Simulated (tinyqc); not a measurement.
Inside a calculation. Method: coupled-perturbed Hartree-Fock on RHF in the 6-31g basis, for H2, spin multiplicity 1. One step of it, computed by the program tinyqc.

Question. Response to a field: uncoupled start. Field along z; U_ai = -mu_ai / (e_a - e_i), alpha = -4 sum U_ai mu_ai.

orbital energies (hartree): [-0.572646, 0.216794, 0.814157, 1.309840]

dipole integrals <a|z|i> (bohr), order a2, a3, a4:
```
[[-1.084065],
 [0.000000],
 [0.171392]]
```

Give: uncoupled U; uncoupled polarisability.

Answer.

uncoupled U, order a2, a3, a4:
```
[[1.373],
 [0.000],
 [-0.091]]
```

uncoupled polarisability = 6.017 bohr^3
